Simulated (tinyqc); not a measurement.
# Minority carriers and saturation current of a heavily doped emitter, step by step

Computed by the program tinyqc: `OMP_NUM_THREADS=1 python tinyqc.py 2330017 2330018 out.jsonl`, one thread of a shared Intel Xeon 2.30GHz, about 0.01 s for the whole run. Printed values are rounded.

n-type, parabolic bands, full ionisation. eta = (EF - Ec)/kB T solves N = Nc F12(eta), F12(x) = (2/sqrt(pi)) int_0^infinity sqrt(u)/(1 + exp(u - x)) du. The gap shrinks rigidly by dEg = a3 y^(1/3) + a4 y^(1/4) + a2 y^(1/2), y = N/1e18 cm^-3, an empirical law that is here taken as the true narrowing.

Values chosen for this exercise; band and dielectric values those of a made-up semiconductor: temperature T = 250 K; band gap Eg = 1.42 eV; conduction-band density of states at 250 K Nc = 2.21e19 cm^-3; valence-band density of states at 250 K Nv = 1.65e19 cm^-3; ionised donor density N = 2e19 cm^-3; coefficient of (N/1e18)^(1/3) a3 = 19.6 meV; coefficient of (N/1e18)^(1/4) a4 = 6.4 meV; coefficient of (N/1e18)^(1/2) a2 = 1.1 meV; minority-hole mobility mup = 150 cm^2/(V s); Auger coefficient Cn = 2.3e-31 cm^6/s; defect lifetime ts = 5.4 us; emitter width W = 47 nm; recombination velocity at the contact S = 2.2e6 cm/s.

Constants: q = 1.602176634e-19 C, kB = 1.380649e-23 J/K, Vt = kB T/q. Results are converted to the units shown.

Range of the model: Band tails, non-parabolic bands and incomplete ionisation are left out.

## Iteration 1: Fermi level

eta at the start (Boltzmann value) = -0.0998

Newton step on ln F12(eta) = ln(N/Nc): eta(new) = eta - ln(Nc F12/N) F12/Fm, Fm(x) = dF12/dx = (1/sqrt(pi)) int_0^infinity u^(-1/2)/(1 + exp(u - x)) du.

F12 = 0.706651
Fm = 0.567569
eta after iteration 1 = 0.208191

## Course of the iteration

Stop when eta changes by less than 1e-9.

Course of the iteration:

| iteration | eta | change |
|---|---|---|
| 1 | 0.208191 | 0.308 |
| 2 | 0.216160 | 7.97e-3 |
| 3 | 0.216166 | 5.61e-6 |
| 4 | 0.216166 | 2.79e-12 |

Converged in 4 iterations.

## Effective intrinsic density

converged eta = 0.216166

ni = sqrt(Nc Nv) exp(-Eg/(2 Vt)), Eg in volts; degeneracy factor g = F12(eta) exp(-eta); nie^2 = ni^2 exp(dEg/kB T) g, p0 = nie^2/N; apparent narrowing dEg + kB T ln g.

ni = 92889.8 cm^-3
dEg = 71.6563 meV
g = 0.729052
apparent narrowing = 64.8484 meV
nie = 4.18418e5 cm^-3
p0 = 8.75370e-9 cm^-3

Narrowing multiplies p0 by 27.8 and degeneracy by 0.729.

## Saturation current

1/tau = Cn N^2 + 1/ts, D = mup Vt, L = sqrt(D tau); J0 = (q p0 D/L)(s + tanh(W/L))/(1 + s tanh(W/L)), s = S L/D; the share recombining inside is 1 - 1/[cosh(W/L)(1 + tanh(W/L)/s)].

tau = 10.8477 ns
L = 1872.28 nm
s = 127.465
J0 = 7.34947e-7 fA/cm^2
share recombining inside = 0.0511798 %

The emitter is transparent: most holes reach the contact.
